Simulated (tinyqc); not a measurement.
# Bulk resistivity and mean free path from two films

Inverse problem. In the thick-film limit single-crystal films obey rho = rho0 (1 + 3 (1 - ps) lam/(8 d)). Find rho0, lam and the product rho0 lam.

Inputs (values chosen for the exercise): specular share of surface scattering ps = 0.

rho at d = 74 and 320 nm (uohm cm): [1.9752618, 1.7252168]

Solution. rho is a straight line in 1/d: the intercept is rho0 and the slope (3/8)(1 - ps) rho0 lam. Without ps only the product (1 - ps) lam could be found.

rho0 = 1.65 uohm cm
lam = 38.9 nm
rho0 lam = 64.2 uohm cm nm

Program tinyqc, `OMP_NUM_THREADS=1 python tinyqc.py 2100048 2100049 out.jsonl`; Intel Xeon 2.30GHz, shared host, one thread, about 0.01 s.
